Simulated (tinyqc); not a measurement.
Worked calculation: UKS/BP86 in the sto-6g basis, for H4, spin multiplicity 3. One step of it, computed by the program tinyqc.

Task: Iteration 2: building the Kohn-Sham matrix. J_ij = sum D_kl (ij|kl) with D = D(alpha) + D(beta); F = H + J + V_xc; E = tr D H + tr D J / 2 + E_xc + E_nn.

D(alpha) after iteration 1, order 1H 1s, 2H 1s, 3H 1s, 4H 1s:
$$\begin{pmatrix}
0.759907 & 0.302104 & -0.026509 & -0.484312 \\
0.302104 & 0.759907 & -0.484312 & -0.026509 \\
-0.026509 & -0.484312 & 0.759907 & 0.302104 \\
-0.484312 & -0.026509 & 0.302104 & 0.759907
\end{pmatrix}$$

D(beta) after iteration 1, order 1H 1s, 2H 1s, 3H 1s, 4H 1s:
$$\begin{pmatrix}
0.137798 & 0.137798 & 0.137798 & 0.137798 \\
0.137798 & 0.137798 & 0.137798 & 0.137798 \\
0.137798 & 0.137798 & 0.137798 & 0.137798 \\
0.137798 & 0.137798 & 0.137798 & 0.137798
\end{pmatrix}$$

core Hamiltonian H = T + V (hartree), order 1H 1s, 2H 1s, 3H 1s, 4H 1s:
$$\begin{pmatrix}
-1.558686 & -0.454259 & -0.897733 & -0.292763 \\
-0.454259 & -1.558686 & -0.292763 & -0.897733 \\
-0.897733 & -0.292763 & -1.558686 & -0.454259 \\
-0.292763 & -0.897733 & -0.454259 & -1.558686
\end{pmatrix}$$

Two-electron integrals (ij|kl) in chemists' order, unique and non-zero (hartree):
```
(11|11) 0.774999   (21|11) 0.117351   (21|21) 0.028118   (22|11) 0.327766
(22|21) 0.117351   (22|22) 0.774999   (31|11) 0.275859   (31|21) 0.046200
(31|22) 0.139764   (31|31) 0.128996   (32|11) 0.060347   (32|21) 0.015016
(32|22) 0.064629   (32|31) 0.029212   (32|32) 0.009555   (33|11) 0.453996
(33|21) 0.083807   (33|22) 0.274238   (33|31) 0.275859   (33|32) 0.064629
(33|33) 0.774999   (41|11) 0.064629   (41|21) 0.015016   (41|22) 0.060347
(41|31) 0.029212   (41|32) 0.009406   (41|33) 0.060347   (41|41) 0.009555
(42|11) 0.139764   (42|21) 0.046200   (42|22) 0.275859   (42|31) 0.065349
(42|32) 0.029212   (42|33) 0.139764   (42|41) 0.029212   (42|42) 0.128996
(43|11) 0.083807   (43|21) 0.020256   (43|22) 0.083807   (43|31) 0.046200
(43|32) 0.015016   (43|33) 0.117351   (43|41) 0.015016   (43|42) 0.046200
(43|43) 0.028118   (44|11) 0.274238   (44|21) 0.083807   (44|22) 0.453996
(44|31) 0.139764   (44|32) 0.060347   (44|33) 0.327766   (44|41) 0.064629
(44|42) 0.275859   (44|43) 0.117351   (44|44) 0.774999
```

nuclear repulsion = 2.19984182 hartree

V_xc(alpha) (hartree), order 1H 1s, 2H 1s, 3H 1s, 4H 1s:
$$\begin{pmatrix}
-0.490406 & -0.090031 & -0.203325 & -0.054647 \\
-0.090031 & -0.490406 & -0.054647 & -0.203325 \\
-0.203325 & -0.054647 & -0.490406 & -0.090031 \\
-0.054647 & -0.203325 & -0.090031 & -0.490406
\end{pmatrix}$$

V_xc(beta) (hartree), order 1H 1s, 2H 1s, 3H 1s, 4H 1s:
$$\begin{pmatrix}
-0.389314 & -0.075234 & -0.167346 & -0.046871 \\
-0.075234 & -0.389314 & -0.046871 & -0.167346 \\
-0.167346 & -0.046871 & -0.389314 & -0.075234 \\
-0.046871 & -0.167346 & -0.075234 & -0.389314
\end{pmatrix}$$

E_xc = sum of w rho eps_xc = -1.44277854 hartree

Give: Coulomb J; F(alpha); F(beta); total energy of this density.

Result:

Coulomb J (hartree), order 1H 1s, 2H 1s, 3H 1s, 4H 1s:
$$\begin{pmatrix}
1.8266 & 0.4035 & 0.8303 & 0.2507 \\
0.4035 & 1.8266 & 0.2507 & 0.8303 \\
0.8303 & 0.2507 & 1.8266 & 0.4035 \\
0.2507 & 0.8303 & 0.4035 & 1.8266
\end{pmatrix}$$

F(alpha) (hartree), order 1H 1s, 2H 1s, 3H 1s, 4H 1s:
$$\begin{pmatrix}
-0.2225 & -0.1408 & -0.2708 & -0.0967 \\
-0.1408 & -0.2225 & -0.0967 & -0.2708 \\
-0.2708 & -0.0967 & -0.2225 & -0.1408 \\
-0.0967 & -0.2708 & -0.1408 & -0.2225
\end{pmatrix}$$

F(beta) (hartree), order 1H 1s, 2H 1s, 3H 1s, 4H 1s:
$$\begin{pmatrix}
-0.1214 & -0.1260 & -0.2348 & -0.0890 \\
-0.1260 & -0.1214 & -0.0890 & -0.2348 \\
-0.2348 & -0.0890 & -0.1214 & -0.1260 \\
-0.0890 & -0.2348 & -0.1260 & -0.1214
\end{pmatrix}$$

total energy of this density = -1.987556 hartree
